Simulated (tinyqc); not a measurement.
Band edges of strained Si(1-x)Ge(x) on relaxed Si(1-y)Ge(y): sweeps and comparisons. A value that a table varies takes the place of the one given here.

Values are linear in the Ge fraction but for ED(x) = linear - CD x (1 - x) and a(x) = linear - Ca x (1 - x). Energies are on the common scale of Ev.

Coherent growth on a (001) face: e_par = (a(y) - a(x))/a(x), e_perp = -2 (C12/C11) e_par; exx = eyy = e_par, ezz = e_perp, no shear.

A valley with unit axis u lies at Ev + gap + (av + a_valley) tr(e) + Xu (u.e.u - tr(e)/3); the Delta axes are x, y, z and the L axes [111], [1-1-1], [-11-1], [-1-11]. The second-order shift of the Delta valleys under shear is left out; it lowers the pair normal to the sheared plane by tens of meV at a shear of 1 %.

Valence edges: Ev plus the levels of the 6 x 6 matrix of X, Y, Z times spin with -Dso/3 + l exx + m (eyy + ezz) on the diagonal (cyclic), n exy off it, l = av + 2 b, m = av - b, n = sqrt(3) d. Spin-orbit term (Dso/3) L.sigma on X, Y, Z with (L_k)_ij = -i epsilon_kij: <X+|H|Y+> = -i Dso/3, <X+|H|Z-> = Dso/3, <Y+|H|Z-> = -i Dso/3, <Z+|H|X-> = -Dso/3, <Z+|H|Y-> = i Dso/3, <X-|H|Y-> = i Dso/3, and their conjugates; + and - are the spin along z.

Coherent growth: e_par = (a(y) - a(x))/a(x). (001): e_perp = -2 (C12/C11) e_par; exx = eyy = e_par, ezz = e_perp, no shear. (111): e_perp = -(2 C11 + 4 C12 - 4 C44)/(C11 + 2 C12 + 4 C44) e_par; exx = eyy = ezz = (2 e_par + e_perp)/3 and exy = eyz = ezx = (e_perp - e_par)/3. (110): e_perp = -(C11 + 3 C12 - 2 C44)/(C11 + C12 + 2 C44) e_par; exx = eyy = (e_par + e_perp)/2, ezz = e_par, exy = (e_perp - e_par)/2, eyz = ezx = 0.

Parameters, chosen for this exercise (end members near Si and Ge, in this order; shifted at random, so the results belong to these values and not to a real crystal):
- a = (5.432, 5.661) angstrom (lattice constant)
- Dso = (0.043, 0.291) eV (spin-orbit splitting)
- av = (2.45, 1.24) eV (valence hydrostatic potential)
- b = (-2.09, -2.56) eV (tetragonal shear potential)
- d = (-4.82, -5.36) eV (trigonal shear potential)
- C11 = (164, 127.1) GPa
- C12 = (64.7, 48.7) GPa
- C44 = (78.5, 67.2) GPa
- Ev = (0, 0.67) eV (top of the unstrained valence band)
- ED = (1.147, 0.931) eV (gap to the Delta valleys)
- EL = (1.996, 0.728) eV (gap to the L valleys)
- aD = (1.82, 1.27) eV (hydrostatic potential of the Delta gap)
- aL = (-3.16, -2.71) eV (hydrostatic potential of the L gap)
- XuD = (9, 9.43) eV (uniaxial potential, Delta)
- XuL = (16.52, 15.65) eV (uniaxial potential, L)
- CD = 0.215 eV (bowing of the Delta gap)
- Ca = 0 angstrom (bowing of the lattice constant)
- face = 001 (growth face)
- y = 0 (Ge fraction of the relaxed buffer)
- x = 0.57 (Ge fraction of the layer)

## Composition of the layer

The buffer is kept. dEc = Ec(buffer) - Ec(layer), dEv = Ev(layer) - Ev(buffer); buffer edges Ev(y) and Ev(y) + min(ED, EL). The digit behind Delta or L counts whole valleys.

Results:

| x | e_par (%) | lowest valleys | gap (eV) | next valleys above (meV) | valence splitting (meV) | dEc (eV) | dEv (eV) |
|---|---|---|---|---|---|---|---|
| 0.08 | -0.34 | Delta4 | 1.076 | 54 | 20 | 0.014 | 0.057 |
| 0.16 | -0.67 | Delta4 | 1.007 | 109 | 34 | 0.025 | 0.115 |
| 0.24 | -1.00 | Delta4 | 0.942 | 163 | 46 | 0.031 | 0.174 |
| 0.31 | -1.29 | Delta4 | 0.887 | 210 | 57 | 0.034 | 0.227 |
| 0.39 | -1.62 | Delta4 | 0.826 | 264 | 68 | 0.033 | 0.288 |
| 0.47 | -1.94 | Delta4 | 0.769 | 318 | 80 | 0.028 | 0.350 |
| 0.55 | -2.27 | Delta4 | 0.714 | 372 | 91 | 0.019 | 0.414 |

The gap is 1.076 eV in the first row and 0.714 eV in the last. The lowest valleys are Delta4 throughout. Per 0.1 of x the valence offset moves by +76 meV on average; the conduction offset lies between +14 and +34 meV, not monotonically. Both carriers sit on one side in every row. Offsets below about 30 meV are within the spread of parameter sets, so those rows do not settle the type. Strains above 2 % can be kept only in layers of a few nanometres.

## Composition of the buffer

The layer is kept. dEc = Ec(buffer) - Ec(layer), dEv = Ev(layer) - Ev(buffer); buffer edges Ev(y) and Ev(y) + min(ED, EL). The digit behind Delta or L counts whole valleys.

Results:

| y | e_par (%) | lowest valleys | gap (eV) | next valleys above (meV) | valence splitting (meV) | dEc (eV) | dEv (eV) |
|---|---|---|---|---|---|---|---|
| 0.02 | -2.26 | Delta4 | 0.711 | 372 | 93 | 0.013 | 0.415 |
| 0.16 | -1.69 | Delta4 | 0.777 | 277 | 83 | -0.002 | 0.309 |
| 0.30 | -1.11 | Delta4 | 0.843 | 183 | 67 | -0.010 | 0.204 |
| 0.44 | -0.54 | Delta4 | 0.910 | 88 | 39 | -0.009 | 0.098 |
| 0.72 | 0.62 | Delta2 | 0.883 | 101 | 58 | 0.120 | -0.055 |
| 0.86 | 1.19 | Delta2 | 0.793 | 196 | 120 | 0.212 | -0.099 |
| 1.00 | 1.77 | Delta2 | 0.698 | 291 | 186 | 0.168 | -0.139 |

The gap is 0.711 eV in the first row and 0.698 eV in the last, with its largest listed value, 0.910 eV, at y = 0.44: it peaks near the match y = x, since strain of either sign narrows it. The lowest valleys change: Delta4 to Delta2 between y = 0.44 and 0.72. Per 0.1 of y the valence offset moves by -56 meV on average; the conduction offset lies between -10 and +212 meV, not monotonically. Both carriers sit on one side for y = 0.02, and on opposite sides elsewhere. Offsets below about 30 meV are within the spread of parameter sets, so those rows do not settle the type. Strains above 2 % can be kept only in layers of a few nanometres.

## The same layer on three faces

dEc = Ec(buffer) - Ec(layer), dEv = Ev(layer) - Ev(buffer); buffer edges Ev(y) and Ev(y) + min(ED, EL). The digit behind Delta or L counts whole valleys.

Results:

| face | e_par (%) | lowest valleys | gap (eV) | next valleys above (meV) | valence splitting (meV) | dEc (eV) | dEv (eV) | Delta spread (meV) | L spread (meV) |
|---|---|---|---|---|---|---|---|---|---|
| (001) | -2.35 | Delta4 | 0.701 | 386 | 94 | 0.016 | 0.430 | 386 | 0 |
| (111) | -2.35 | Delta6 | 0.817 | 350 | 94 | -0.084 | 0.414 | 0 | 470 |
| (110) | -2.35 | Delta2 | 0.710 | 161 | 99 | 0.017 | 0.419 | 161 | 372 |

On (001) only the Delta valleys split (386 meV), on (111) only the L valleys (470 meV), on (110) both (161 and 372 meV). The lowest valleys are Delta4 on (001), Delta6 on (111) and Delta2 on (110); the smallest gap is 0.701 eV on (001) and the largest 0.817 eV on (111).

## What each parameter does

dEc = Ec(buffer) - Ec(layer), dEv = Ev(layer) - Ev(buffer); buffer edges Ev(y) and Ev(y) + min(ED, EL). Each row changes one parameter from the base and keeps the others.

Results:

| case | gap (eV) | valence splitting (meV) | dEc (eV) | dEv (eV) |
|---|---|---|---|---|
| base | 0.7011 | 94.1 | 0.0162 | 0.4298 |
| x = 0.6 | 0.6816 | 98.4 | 0.0115 | 0.4540 |
| y = 0.03 | 0.7153 | 92.5 | 0.0118 | 0.4071 |
| CD = 0.265 eV | 0.6888 | 94.1 | 0.0284 | 0.4298 |
| aD = (2.093, 1.46) eV | 0.6946 | 94.1 | 0.0226 | 0.4298 |
| b = (-2.403, -2.944) eV | 0.6863 | 98.0 | 0.0162 | 0.4445 |
| Dso = (0.049, 0.335) eV | 0.7011 | 103.3 | 0.0162 | 0.4298 |
| XuD = (10.35, 10.844) eV | 0.6818 | 94.1 | 0.0354 | 0.4298 |
| XuL = (18.998, 17.998) eV | 0.7011 | 94.1 | 0.0162 | 0.4298 |

The largest shifts from the base row, up to three for each result and ties (the steps differ in size, so this ranks the rows, not the parameters). gap (eV): x -0.0195, XuD -0.0193, b -0.0147; unchanged at the printed digits by Dso and XuL. valence splitting (meV): Dso +9.2, x +4.3, b +3.8; unchanged at the printed digits by CD, aD, XuD and XuL. dEc (eV): XuD +0.0193, CD +0.0123, aD +0.0065; unchanged at the printed digits by b, Dso and XuL. dEv (eV): x +0.0242, y -0.0226, b +0.0147; unchanged at the printed digits by CD, aD, Dso, XuD and XuL. The lowest valleys of the layer are Delta4, so among the conduction-band potentials only those of that family reach the gap and dEc; the buffer is unstrained. A shift large enough to swap the lowest family would change that.

Program tinyqc; command `OMP_NUM_THREADS=1 python tinyqc.py 1080984 1080985 out.jsonl`; about 0.02 s on one thread of a shared Intel(R) Xeon(R) Processor @ 2.30GHz.
